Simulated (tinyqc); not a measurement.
From results back to parameters: electrons shared among three sets of ellipsoidal valleys. Four cases, with inputs chosen for the exercise.

Problem. An ellipsoidal valley with ml > mt has m_d = (ml mt^2)^(1/3) and 1/m_c = (1/ml + 2/mt)/3.

Case 1.

m_d = 0.231510 m0
m_c = 0.138783 m0

Case 2.

m_d = 0.303147 m0
m_c = 0.210267 m0

Case 3.

m_d = 0.311594 m0
m_c = 0.213352 m0

Case 4.

m_d = 0.319856 m0
m_c = 0.260276 m0

Find: K = ml/mt; ml; mt.

Solution. m_d/m_c = K^(1/3) (2 + 1/K)/3 rises steadily for K > 1, so it fixes K; then mt = m_d/K^(1/3) and ml = K mt.

Case 1.

K = ml/mt = 14.11
ml = 1.352 m0
mt = 0.0958 m0

Case 2.

K = ml/mt = 8.52
ml = 1.265 m0
mt = 0.1484 m0

Case 3.

K = ml/mt = 8.93
ml = 1.341 m0
mt = 0.1502 m0

Case 4.

K = ml/mt = 4.59
ml = 0.884 m0
mt = 0.1924 m0

Computed by tinyqc, one run a case: `OMP_NUM_THREADS=1 python tinyqc.py N N+1 out.jsonl` with N = 1652116, 1652167, 1652171, 1652213; one thread of a shared Intel(R) Xeon(R) Processor @ 2.30GHz, about 0.01 s a run at most.
